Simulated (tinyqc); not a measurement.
Tuning the antireflection layer: standing waves and exposure in a photoresist film.

Normal incidence from air. Unexposed resist: N1 = n1 + i k1 with k1 = (A + B) lam/(4 pi), lam in micrometres. r01 = (1 - N1)/(1 + N1), t01 = 2/(1 + N1). Below the resist lie the layer Na = na + i ka and the substrate Ns = ns + i ks: r12 = (r1a + ras x)/(1 + r1a ras x), x = exp(4 pi i Na da/lam), r1a = (N1 - Na)/(N1 + Na), ras = (Na - Ns)/(Na + Ns). With p = exp(2 pi i N1 d/lam), the field at depth z is E(z) = t01 [exp(2 pi i N1 z/lam) + r12 p^2 exp(-2 pi i N1 z/lam)]/(1 + r01 r12 p^2), the relative intensity I(z) = n1 |E(z)|^2 and the reflectance R = |(r01 + r12 p^2)/(1 + r01 r12 p^2)|^2.

Parameters, chosen for this exercise (a resist on polySi, indices near tabulated ones; shifted at random, so the results belong to these values and not to a real crystal): lam = 193 nm (vacuum wavelength); n1 = 1.69 (resist index); A = 0.06 1/micrometre (bleachable absorption (Dill A)); B = 0.96 1/micrometre (fixed absorption (Dill B)); d = 232 nm (resist thickness); ns = 1.015 (substrate n); ks = 2.248 (substrate k); na = 1.781 (n of the bottom antireflection layer); ka = 0.348 (its k).

da takes the values listed; the contrast is (Imax - Imin)/(Imax + Imin) over the lowest period of the resist (60 depths).

Results:
```
da (nm)  |r12|^2  contrast
0         0.4372     0.902
20        0.0799     0.517
30        0.0316     0.350
40        0.0523     0.442
50        0.0708     0.469
60        0.0513     0.406
75        0.0048     0.128
90        0.0073     0.171
110       0.0205     0.258
140       0.0064     0.139
```

Give the missing row, da (nm) = 10.

Computed row:
```
da (nm)  |r12|^2  contrast
10        0.2447     0.774
```

|r12|^2 starts at 0.4372 and is lowest, 0.0048, at 75 nm of those listed, where the contrast is 0.128 against 0.902. The contrast follows 2|r|/(1 + |r|^2), so even |r12|^2 = 0.01 leaves about 0.2. Values below 0.01 occur at 75, 90 and 140 nm.

Program tinyqc; command `OMP_NUM_THREADS=1 python tinyqc.py 1681802 1681803 out.jsonl`; about 0.01 s on one thread of a shared Intel(R) Xeon(R) Processor @ 2.30GHz.
